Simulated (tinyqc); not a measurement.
Band offsets of oxides on a semiconductor by the charge-neutrality-level model: one step of the calculation.

Each material has a charge-neutrality level at the depth Phi = chi + Eg - CNL below vacuum. For oxide B on semiconductor A, dEc = (chiA - PhiA) - (chiB - PhiB) + S (PhiA - PhiB), dEv = EgB - EgA - dEc, with the pinning factor S = 1/(1 + 0.1 (eps_inf - 1)^2) of the oxide. S = 1 is the affinity rule, S = 0 aligns the two levels.

Problem. One oxide. Depths of both levels, S and the two offsets.

Parameters, values chosen for the exercise; substrate values close to those of germanium: gap of the semiconductor EgA = 0.67 eV; its electron affinity chiA = 3.97 eV; its charge-neutrality level above the valence edge cA = 0.1 eV.

oxide values (close to tantalum oxide): Eg (eV) 4.46, chi (eV) 3.27, CNL (eV) 3.35, eps_inf 4.69

Give: PhiA; PhiB; S; dEc; dEv.

Solution.

PhiA = 4.5400 eV
PhiB = 4.3800 eV
S = 0.42344
dEc = 0.60775 eV
dEv = 3.1822 eV

The limits are dEc = 0.700 eV (S = 1) and 0.540 eV (S = 0).

Range of the model: The model ignores the chemistry of the actual interface, which can move offsets by several tenths of an eV.

Computed by the program tinyqc: `OMP_NUM_THREADS=1 python tinyqc.py 2410160 2410161 out.jsonl`, one thread of a shared Intel Xeon 2.30GHz, about 0.01 s for the whole run.
